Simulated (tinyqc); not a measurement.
Worked calculation: Hall effect and magnetoresistance of several carrier groups with constant relaxation times. Computed by tinyqc, a small Python program that keeps every step. Command: `OMP_NUM_THREADS=1 python tinyqc.py 3020268 3020269 out.jsonl hall2 walk`. One thread of a shared host (Intel(R) Xeon(R) Processor @ 2.30GHz), about 0.01 s of CPU time with the checks. Intermediate numbers are printed to about 6 digits and carried at full precision; extremes and crossings named in words are read from the listed rows.

Group 1 has charge -e and group 2 charge +e; s_i is that sign. B lies along z; mu B is formed with mu in m^2/(V s).

Inputs (values chosen for the exercise, for a model conductor):
```
quantity            value        unit
density n1        4.6e+17      1/cm^3
mobility mu1         7100  cm^2/(V s)
density n2        4.6e+17      1/cm^3
mobility mu2          290  cm^2/(V s)
magnetic field B    0.053           T
```

Carriers: compensated semimetal. Densities: per volume.

Constants: e = 1.602176634e-19 C.

## Conductivity of each group

sigma_xx = sum n_i e mu_i/(1 + mu_i^2 B^2); sigma_xy = sum s_i n_i e mu_i^2 B/(1 + mu_i^2 B^2).

Parts (S/cm):
```
group        mu B  sigma_xx   sigma_xy
group 1   0.03763   522.531   -19.6628
group 2  0.001537   21.3730  0.0328503
```

sigma_xx = 543.904 S/cm

sigma_xy = -19.6300 S/cm

sigma at B = 0 = 544.644 S/cm

## Resistivity, Hall coefficient and magnetoresistance

rho_xx = sigma_xx/(sigma_xx^2 + sigma_xy^2); Hall coefficient R_H = sigma_xy/(B (sigma_xx^2 + sigma_xy^2)), with B in V s/cm^2 (1 T = 1e-4 V s/cm^2); magnetoresistance MR = rho_xx(B)/rho_xx(0) - 1. Apparent density 1/(e |R_H|); Hall mobility |R_H|/rho_xx.

rho_xx = 0.00183617 ohm cm

Hall coefficient R_H = -12.5036 cm^3/C

magnetoresistance MR = 0.00578373 %

apparent density = 4.99178e+17 1/cm^3

Hall mobility = 6809.61 cm^2/(V s)

A one-carrier reading would report electrons of density 4.99e17, against n1 = 4.6e17 and n2 = 4.6e17.

## Limits of weak and strong field

Weak field: R_H(0) = sum s_i n_i mu_i^2/(e (sum n_i mu_i)^2); MR = c B^2 with c = n1 n2 mu1 mu2 (s1 mu1 - s2 mu2)^2/(n1 mu1 + n2 mu2)^2. With n1 = n2 and opposite charges R_H stays at R_H(0) and MR = mu1 mu2 B^2 at every field.

R_H at weak field = -12.5036 cm^3/C

coefficient c = 0.02059 1/T^2

## Field dependence

rho_xx = sigma_xx/(sigma_xx^2 + sigma_xy^2); Hall coefficient R_H = sigma_xy/(B (sigma_xx^2 + sigma_xy^2)), with B in V s/cm^2 (1 T = 1e-4 V s/cm^2); magnetoresistance MR = rho_xx(B)/rho_xx(0) - 1.

Against the field:
```
B (T)        mu1 B  rho_xx (ohm cm)  R_H (cm^3/C)       MR (%)
0.07   4.97000e-02      1.83625e-03      -12.5036  1.00891e-02
0.21   1.49100e-01      1.83773e-03      -12.5036  9.08019e-02
0.56   3.97600e-01      1.84792e-03      -12.5036  6.45702e-01
1.4    9.94000e-01      1.91016e-03      -12.5036  4.03564e+00
3.5    2.48500e+00      2.29917e-03      -12.5036  2.52228e+01
8.5    6.03500e+00      4.56744e-03      -12.5036  1.48763e+02
21     1.49100e+01      1.85079e-02      -12.5036  9.08019e+02
56     3.97600e+01      1.20391e-01      -12.5036  6.45702e+03
170    1.20700e+02      1.09439e+00      -12.5036  5.95051e+04
```

MR starts as B^2.00 and ends as B^2.00: with equal densities of opposite charge no Hall field can balance both groups, so it never saturates. One group alone would show no magnetoresistance in this model. The rows with mu1 B well above 1 show the semiclassical limit; Landau quantisation is left out. Fields above 100 T are beyond ordinary laboratory magnets.

Checks made by the program: weak-field formulas against the tensor at mu1 B = 1e-3 (relative difference 5e-09).
